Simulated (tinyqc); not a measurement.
Worked calculation: alloy A(1-x)B(x) by interpolation with bowing. Values are carried at full precision from step to step, so a last printed digit may differ when a step is redone from the rounded ones.

Each gap follows E(x) = (1 - x) E_A + x E_B - C x (1 - x); the lattice constant follows Vegard, a(x) = (1 - x) a_A + x a_B.

Constants: hc = 1239.841984 eV nm; kB = 8.617333262e-05 eV/K.

Inputs chosen for the exercise (A near Ge, B near Si; not measured data):
- a = (5.656, 5.438) angstrom (lattice constant of A, B)
- x = 0.69 (fraction of B)
- Eg = (0.907, 4.232) eV (gap at Gamma to the s-like level of A, B)
- EgX = (0.93, 1.155) eV (gap to the lowest valley along Gamma-X of A, B)
- EgL = (0.734, 2.113) eV (gap to L of A, B)
- C = (0.195, 0.195, 0.09) eV (bowing of the Gamma, X and L gaps)
- Dso = (0.287, 0.044) eV (spin-orbit splitting of A, B)
- Ep = (26.2, 21.6) eV (Kane energy of A, B)
- me = (0.0374, 0.2029) m0 (electron mass at Gamma of A, B)
- Cs = 0 eV (bowing of Dso)
- md = (0.14, 0.69, 0.52) m0 (density-of-states masses of Gamma, all X and all L valleys)
- T = 77 K (temperature)

## Gaps and lattice constant at x

Also give the wavelength hc/E of the lowest gap.

a(x) = 5.5056 angstrom

linear parts (eV): Gamma 3.2012, X 1.0853, L 1.6855

bowing terms C x (1 - x) (eV): Gamma 0.0417, X 0.0417, L 0.0193

gaps (eV): Gamma 3.1595, X 1.0435, L 1.6663

wavelength of the lowest gap = 1188.1 nm

The lowest valley is X, so the gap is indirect; the next, L, lies 623 meV higher.

## Where the valleys cross

The difference of two gaps is a quadratic q2 x^2 + q1 x + q0 with q2 = C_i - C_j, q1 = (E_B - E_A - C)_i - (E_B - E_A - C)_j, q0 = E_A,i - E_A,j; give its roots between 0 and 1 (a dash: none).

Crossings:

| pair | q2 | q1 | q0 | first root | second root |
|---|---|---|---|---|---|
| Gamma-X | 0.000 | 3.100 | -0.023 | 0.0074 | - |
| Gamma-L | 0.105 | 1.841 | 0.173 | - | - |
| X-L | 0.105 | -1.259 | 0.196 | 0.1578 | - |

The lowest valley changes at x = 0.158 (L to X, gap 0.940 eV). The other crossings lie above the lowest valley.

## Electron mass of the alloy

Mass at Gamma from the Kane formula 1/m = F + Ep (Eg + 2 Dso/3)/(Eg (Eg + Dso)). F is fixed by the masses of A and B and interpolated linearly, as is Ep; Eg and Dso carry their bowing.

Compare with the linear interpolation of the masses.

F of A, B: 0.1660  -0.1579

Ep, Eg, Dso at x (eV): 23.0260  3.1595  0.1193

m(x) from the Kane formula = 0.1400 m0
m(x) linear = 0.1516 m0

The Kane value lies 7.6 % below the linear one. The Gamma valley is not the lowest at this x.

## Shares of the electrons in the valleys

Non-degenerate: n_i proportional to md_i^(3/2) exp(-E_i/kT).

md^(3/2): Gamma 0.0524, X 0.5732, L 0.3750

(E - E_min)/kT: Gamma 318.90, X 0.00, L 93.85

shares: Gamma 0.000, X 1.000, L 0.000

X holds most electrons (100.0 %).

## Checks

- The Gamma and X gaps at their crossing x = 0.0074 (eV): both 0.9302.
- The X and L gaps at their crossing x = 0.1578 (eV): both 0.9396.

(tinyqc, `OMP_NUM_THREADS=1 python tinyqc.py 1051449 1051450 out.jsonl`, Intel(R) Xeon(R) Processor @ 2.30GHz, 1 thread, shared host, about 0.01 s.)
